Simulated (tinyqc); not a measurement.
Kissinger analysis: growth of a silicide layer between metal and silicon: linear-parabolic kinetics, ramp anneals and Kissinger analysis. Computed by tinyqc, a small Python program. Command: `OMP_NUM_THREADS=1 python tinyqc.py 3031636 3031637 out.jsonl silicide walk`. One thread of a shared host (Intel(R) Xeon(R) Processor @ 2.30GHz), about 0.2 s of CPU time with the checks.

One compound layer of thickness x grows by diffusion through itself and reaction at an interface, dx/dt = 1/(2x/K + 1/v), until the metal is used up at x = a h.

Inputs (values chosen for the exercise, modelled on TiSi2):

| quantity | value | unit |
|---|---|---|
| metal thickness h | 8.7 | nm |
| silicide formed per metal thickness a | 2.51 | - |
| prefactor of the parabolic constant K | 7.2e+10 | nm^2/s |
| activation energy E of K | 1.88 | eV |
| prefactor of the interface velocity v | 1.1e+12 | nm/s |
| activation energy E_v | 2.07 | eV |

Constants: k_B = 8.617333262e-05 eV/K.

Method:
- The silicide ends at the thickness a h.
- K = K0 exp(-E/(k_B T)), v = v0 exp(-E_v/(k_B T)).
- Temperatures in kelvin are T(C) + 273.15.
- Ramp from x = 0 at 100 C at the rate beta: dx/dT = (1/beta)/(2x/K + 1/v), integrated adaptively (tolerance 1e-9) until x = a h at T_f.
- Plot ln(beta/T_f^2) against 1/(k_B T_f), T_f in kelvin; minus the least-squares slope estimates the activation energy.

final thickness = 21.837 nm

Ramps:

| beta (C/s) | T_f (C) | 1/(k_B T_f) (1/eV) | ln(beta/T_f^2) |
|---|---|---|---|
| 0.03 | 575.22 | 13.679 | -16.993 |
| 0.1 | 613.62 | 13.086 | -15.878 |
| 0.3 | 651.72 | 12.547 | -14.863 |
| 1 | 697.28 | 11.958 | -13.755 |
| 3 | 742.80 | 11.422 | -12.749 |
| 10 | 797.64 | 10.837 | -11.650 |
| 30 | 852.89 | 10.306 | -10.652 |

Kissinger energy = 1.8801 eV

A thousandfold faster ramp raises the completion temperature by only 278 C. The fit gives 1.880 eV, against E = 1.88 eV for diffusion and E_v = 2.07 eV for the interface: diffusion controls. Caution: nucleation and competing phases are left out; disilicides such as CoSi2 and the low-resistance form of TiSi2 start by nucleation and follow this law at best in part.

Extremes, crossings and ranges named in words are read from the listed rows.
